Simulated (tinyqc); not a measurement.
What moves the results: inversion layer as a triangular well, valleys of the Si type. A value that a table varies takes the place of the one given here.

Six ellipsoidal valleys with their long axes along the cube axes, mass ml along the axis and mt across it. For a valley whose axis makes the angle theta with the surface normal, 1/m_z = cos^2(theta)/ml + sin^2(theta)/mt sets the confinement; in the plane the masses are m_1 = mt and m_2 = ml mt/m_z, and m_d = sqrt(m_1 m_2).

The field is taken as constant, e F = 4 pi (e^2/4 pi eps0)(Nd + eta Ns)/eps, with 1e12/cm^2 = 1e-4/angstrom^2, and the oxide as a hard wall at z = 0; c = hbar^2/2m0.

Level j of a valley lies at E_j = a_j (c (e F)^2/m_z)^(1/3) above the band edge at the surface, with the Airy zeros a_j = 2.338107, 4.087949, 5.520560, 6.786708, 7.944134, 9.022651, 10.040174, 11.008524, 11.936016, 12.828777, and has <z> = 2 E_j/(3 e F).

Subband i holds n_i = g m_d/(2 pi c) kB T ln(1 + exp((EF - E_i)/kB T)) (spin included), and EF is fixed by sum n_i = Ns over the levels listed or, where none are listed, over j = 0 to 9 of each group; 1e12/cm^2 = 1e-4/angstrom^2.

Constants: hbar^2/2m0 = 3.80998211 eV angstrom^2; e^2/(4 pi eps0) = 14.39964547 eV angstrom; kB = 8.617333262e-05 eV/K.

Inputs chosen for the exercise (near those of Si; not measured data):
```
symbol  value                      unit         meaning
ml      0.928                      m0           longitudinal mass
mt      0.193                      m0           transverse mass
eps     11.9                                    dielectric constant
Nd      0.18                       x 1e12/cm^2  depletion charge
eta     0.5                                     share of Ns in the effective field
face    111                                     surface
T       400                        K            temperature
Nss     (0.5, 1, 2, 4, 7, 10, 14)  x 1e12/cm^2  sheet densities
Ns      6                          x 1e12/cm^2  electron sheet density
Vox     3.17                       eV           barrier of an SiO2-like oxide
mox     0.41                       m0           mass in the oxide
```

## Raising the sheet density

Valleys (masses in m0):
```
valleys g  cos^2(theta)      m_z      m_1      m_2      m_d
6               0.33333  0.26223  0.19300  0.68300  0.36307
```

The field, the ladders and EF anew for each Ns.

Results:
```
Ns (1e12/cm^2)  F (MV/cm)  lowest E (eV)  next - lowest (meV)  EF - lowest (meV)  share of lowest (%)  <z> (angstrom)
0.5                 0.065         0.0430                 32.2             -162.5                 56.0            69.8
1.0                 0.103         0.0583                 43.7             -131.4                 68.6            51.0
2.0                 0.179         0.0842                 63.0             -100.7                 82.3            36.5
4.0                 0.331         0.1268                 94.9              -71.4                 93.0            27.0
7.0                 0.560         0.1798                134.6              -48.7                 97.7            21.8
10.0                0.788         0.2259                169.0              -34.1                 99.1            19.2
14.0                1.092         0.2808                210.1              -19.9                 99.7            17.2
```

How do the results move?

Levels scale as F^(2/3): the field grows by 16.70 and the lowest level by 6.53. The layer thins from 69.8 to 17.2 angstrom. EF stays below the lowest edge throughout. The share of the lowest subband rises throughout: the spacing grows faster than the band fills.

## Surface orientation

The same densities on four faces. m_c is the conductivity mass averaged over directions in the plane: 1/m_c = sum n_i (1/m_1 + 1/m_2)/2 / Ns.

Results:
```
face   valleys of lowest  lowest E (eV)  EF (eV)  share of lowest (%)  <z> (angstrom)  m_c (m0)
(100)                  2         0.1071   0.0993                 54.3            19.8     0.227
(110)                  4         0.1527   0.1068                 73.8            22.6     0.294
(111)                  6         0.1631   0.1082                 96.7            23.1     0.301
(211)                  2         0.1407   0.1064                 43.9            22.4     0.290
```

How do the results move?

The lowest level is deepest on (100), where a valley axis lies closest to the normal, and the lightest conductivity mass is on (100) (0.227 m0, against 0.301 m0 on (111)). EF, counted from the band edge at the surface, is lowest on (100) and spans 9 meV.

## Four estimates of the lowest level

WKB: E = (c/m_z)^(1/3) (3 pi e F/2 x 3/4)^(2/3), <z> = 2E/(3 e F). Fang-Howard: psi = z exp(-b z/2) up to a norm, E = c b^2/(4 m_z) + 3 e F/b at its minimum b^3 = 6 e F m_z/c, <z> = 3/b. Finite barrier: flat height Vox and mass mox for z < 0, finite differences with psi and psi'/m continuous, cells of 0.05 angstrom from -15 to 300 angstrom. The last column is measured against Airy.

Lowest level:
```
method                E (eV)  <z> (angstrom)  E - Airy (meV)
Airy, hard wall       0.1631           22.49             0.0
WKB, hard wall        0.1619           22.32            -1.2
Fang-Howard           0.1728           23.82             9.7
finite oxide barrier  0.1502           19.82           -12.9
```

b = 0.1259 1/angstrom
probability in the oxide = 0.0020

What does this show?

WKB is off by -0.8 % and the variational function by +5.9 %, above the exact value as it must be; both ratios are independent of field and mass. The finite barrier lowers the level by 12.9 meV and brings the charge 2.7 angstrom closer; in energy that is more than the Fang-Howard error (9.7 meV).

## What each parameter does

Field, ladders and EF anew. Each row changes one parameter from the base and keeps the others.

Results:
```
case                   lowest E (eV)  EF (eV)  share of lowest (%)  <z> (angstrom)
base                          0.1631   0.1082                 96.7           23.07
Ns = 3 x 1e12/cm^2            0.1066   0.0232                 89.1           30.44
Nd = 0.09 x 1e12/cm^2         0.1601   0.1050                 96.5           23.33
T = 360 K                     0.1631   0.1177                 97.8           22.88
ml = 1.021 m0                 0.1627   0.1061                 96.7           23.00
mt = 0.212 m0                 0.1586   0.1016                 96.4           22.48
eps = 10.7                    0.1751   0.1205                 97.5           22.13
```

How do the results move?

The largest shifts from the base row, up to three for each result and ties (the steps differ in size, so this ranks the rows, not the parameters). lowest E (eV): Ns -0.0565, eps +0.0120, mt -0.0045; unchanged at the printed digits by T. EF (eV): Ns -0.0850, eps +0.0123, T +0.0095. share of lowest (%): Ns -7.6, T +1.0, eps +0.8; unchanged at the printed digits by ml. <z> (angstrom): Ns +7.37, eps -0.94, mt -0.58.

(tinyqc, `OMP_NUM_THREADS=1 python tinyqc.py 1251060 1251061 out.jsonl`, Intel(R) Xeon(R) Processor @ 2.30GHz, 1 thread, shared host, about 0.02 s.)
